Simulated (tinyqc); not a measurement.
Hueckel theory of the pi electrons with the omega technique, for the molecule C=CC(=C)C(=N)Cl (SMILES; centres numbered as the heavy atoms are written), step by step. One step of it, computed by the program tinyqc.

Question. Omega technique, round 2. h_r = h_r(0) + omega q_r, omega = 1, with q_r = z_r - P_rr; 0.3 of the old diagonal is kept.

Hueckel matrix in units of beta (H = alpha + beta A):
```
           1C        2C        3C        4C        5C        6N       7Cl
1C   0.000000  1.000000  0.000000  0.000000  0.000000  0.000000  0.000000
2C   1.000000  0.000000  1.000000  0.000000  0.000000  0.000000  0.000000
3C   0.000000  1.000000  0.000000  1.000000  1.000000  0.000000  0.000000
4C   0.000000  0.000000  1.000000  0.000000  0.000000  0.000000  0.000000
5C   0.000000  0.000000  1.000000  0.000000  0.000000  1.000000  0.400000
6N   0.000000  0.000000  0.000000  0.000000  1.000000  0.500000  0.000000
7Cl  0.000000  0.000000  0.000000  0.000000  0.400000  0.000000  2.000000
```

charge and bond-order matrix P:
```
            1C         2C         3C         4C         5C         6N        7Cl
1C    0.980441   0.907824   0.017851  -0.408459  -0.090371   0.000667   0.012175
2C    0.907824   1.005155   0.408877  -0.016833   0.009927  -0.090183  -0.011545
3C    0.017851   0.408877   0.974640   0.816034   0.405851  -0.015526  -0.031447
4C   -0.408459  -0.016833   0.816034   1.002123   0.063966  -0.402495  -0.029460
5C   -0.090371   0.009927   0.405851   0.063966   0.935737   0.894043   0.139589
6N    0.000667  -0.090183  -0.015526  -0.402495   0.894043   1.120758  -0.125413
7Cl   0.012175  -0.011545  -0.031447  -0.029460   0.139589  -0.125413   1.981146
```

Centres:
```
centre  z_r, pi electrons of the neutral centre         h
1C                                            1  0.000000
2C                                            1  0.000000
3C                                            1  0.000000
4C                                            1  0.000000
5C                                            1  0.000000
6N                                            1  0.500000
7Cl                                           2  2.000000
```

Give: matrix after round 2.

Answer.

matrix after round 2:
```
         1C       2C      3C      4C      5C      6N     7Cl
1C   0.0121   1.0000  0.0000  0.0000  0.0000  0.0000  0.0000
2C   1.0000  -0.0030  1.0000  0.0000  0.0000  0.0000  0.0000
3C   0.0000   1.0000  0.0142  1.0000  1.0000  0.0000  0.0000
4C   0.0000   0.0000  1.0000  0.0224  0.0000  0.0000  0.0000
5C   0.0000   0.0000  1.0000  0.0000  0.0880  1.0000  0.4000
6N   0.0000   0.0000  0.0000  0.0000  1.0000  0.3486  0.0000
7Cl  0.0000   0.0000  0.0000  0.0000  0.4000  0.0000  2.0178
```
